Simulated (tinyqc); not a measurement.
Defects against doping: deep level with several charge states.

Energies from Ev. The defect has charge states +1, 0, -1 with weights 1, gm exp((EF - E1)/kT), exp((2 EF - E1 - E2)/kT); the shares are the weights over their sum. Boltzmann carriers: n = Nc exp((EF - Eg)/kT), p = Nv exp(-EF/kT). Neutrality: p - n + Nd + Nt <q> = 0.

Constants: kB = 8.617333262e-05 eV/K.

Parameters, chosen for this exercise (gap and densities of states near those of Si at this temperature; the results hold for these values, not for the real material): Eg = 1.119 eV (gap); Nc = 2.68e+19 1/cm^3 (conduction-band density of states); Nv = 1.16e+19 1/cm^3 (valence-band density of states); T = 300 K; E1 = 0.506 eV (level (+1/0) above Ev); E2 = 0.907 eV (level (0/-1) above Ev); gm = 1 (degeneracy of the middle state, the others 1); Nd = -1.4e+14 1/cm^3 (ionised shallow donors minus acceptors).

Nt takes the listed multiples of |Nd|; the resistivity uses mobilities of 1000 (electrons) and 300 (holes) cm^2/(V s), chosen for the exercise, and e = 1.602176634e-19 C.

Neutral state:
```
Nt/|Nd|  EF (eV)  n (1/cm^3)  p (1/cm^3)  rho (ohm cm)
0.01      0.2930    3.57e+05    1.39e+14           150
0.10      0.2955    3.92e+05    1.26e+14           165
0.30      0.3020    5.05e+05    9.80e+13           212
0.60      0.3164    8.82e+05    5.61e+13           371
0.90      0.3517    3.45e+06    1.43e+13      1.45e+03
1.10      0.4472    1.39e+08    3.56e+11      5.83e+04
1.50      0.4881    6.76e+08    7.32e+10      2.76e+05
3.00      0.5239    2.70e+09    1.83e+10      7.62e+05
10.00     0.5628    1.21e+10    4.07e+09      4.67e+05
```

What can be read from this table?

EF goes from 0.293 to 0.563 eV and the resistivity from 150 to 4.67e+05 ohm cm, with a largest value of 7.62e+05. The largest move of EF, +0.095 eV, comes between Nt/|Nd| = 0.9 and 1.1; the levels lie at 0.506 and 0.907 eV. A defect can take up to one carrier of either sign, so the doping can be cancelled no earlier than Nt = |Nd|, there only if EF lies well beyond the level that takes the carriers and otherwise at larger Nt (mean charge +0.10 in the last row). The type changes along the table.

Program tinyqc; command `OMP_NUM_THREADS=1 python tinyqc.py 1680676 1680677 out.jsonl`; about 0.01 s on one thread of a shared Intel(R) Xeon(R) Processor @ 2.30GHz.
